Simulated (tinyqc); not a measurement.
## Permittivity and interlayer from two capacitances

Problem. A two-layer stack has Cox = eps0/(t1/e1 + t2/e2) and EOT = 3.9 eps0/Cox. Find e2, the EOT of layer 1 and, with e1 given, t1.

Values chosen for this exercise:

| symbol | value | unit | meaning |
|---|---|---|---|
| e1 | 7.57 |  | relative permittivity of layer 1 |

Constants: eps0 = 8.8541878128e-14 F/cm where lengths are in cm. Results are converted to the units shown.

Cox at t2 = 1.9 and 8.3 nm (uF/cm^2): 3.1033944  1.5295257

Answer. EOT is linear in t2 with slope 3.9/e2, and its intercept is the EOT of layer 1.

e2 = 21.8
EOT of layer 1 = 0.773 nm
t1 = 1.50 nm

Program tinyqc, `OMP_NUM_THREADS=1 python tinyqc.py 2010011 2010012 out.jsonl`; Intel Xeon 2.30GHz, shared host, one thread, about 0.01 s.
